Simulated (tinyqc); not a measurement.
Interlayer thickness: switching kinetics of a ferroelectric film and the memory window of a ferroelectric gate stack. Computed by tinyqc, a small Python program. Command: `OMP_NUM_THREADS=1 python tinyqc.py 3024769 3024770 out.jsonl feswitch walk`. One thread of a shared host (Intel(R) Xeon(R) Processor @ 2.30GHz), about 0.01 s of CPU time with the checks.

Fields in MV/cm; 1 microcoulomb/cm^2 over eps_0 is 11.29409 MV/cm. In the stack (metal, ferroelectric, interlayer, channel) the channel is taken as a conductor.

Inputs (values chosen for the exercise, for a model hafnia-based film): saturation polarisation P_s = 36 microcoulomb/cm^2; ratio P_r/P_s = 0.87; coercive field E_c = 0.67 MV/cm; permittivity of the ferroelectric eps_F = 44; thickness t_F = 17 nm; permittivity of the interlayer eps_I = 3.9; share s of P screened by trapped charge = 0.83; pulse height V = 4.4 V; breakdown field of the interlayer = 13 MV/cm.

Method. Series stack: V = E_F t_F + E_I t_I and eps_I E_I = eps_F E_F + (1 - s) P/eps_0. E_I is for P = +P_s at the pulse height, the depolarising field for P = +P_r at V = 0; V needed puts E_F = 1.5 E_c after switching.

Stack against t_I:
```
t_I (nm)  E_F after (MV/cm)  E_I (MV/cm)  depolarising field / E_c  V needed (V)
0.3                  1.8977       39.133                    0.3387         2.580
0.5                  1.5520       35.233                    0.5082         3.162
0.8                  1.1459       30.651                    0.7074         4.033
1.2                  0.7444       26.121                    0.9043         5.196
1.6                  0.4463       22.758                    1.0505         6.358
2.0                  0.2162       20.162                    1.1634         7.521
3.0                 -0.1803       15.689                    1.3578        10.427
```

What does the comparison show, and why?

Each nanometre of interlayer costs 2.91 V, against 0.10 V for a nanometre of ferroelectric. The depolarising field grows from 0.34 to 1.36 E_c. At E_F = 1.5 E_c the interlayer carries (1.5 eps_F E_c + (1 - s) P_s/eps_0)/eps_I = 29.1 MV/cm whatever its thickness, above its breakdown field of 13 MV/cm, so the voltages in the last column could not be applied without breakdown. Caution: rows with E_I above the breakdown field of the interlayer cannot be reached without charge injection. Caution: where E_F after switching is below E_c the switching stalls before P_s, and where the depolarising field exceeds E_c the state switches back, so those rows describe states that are not held.
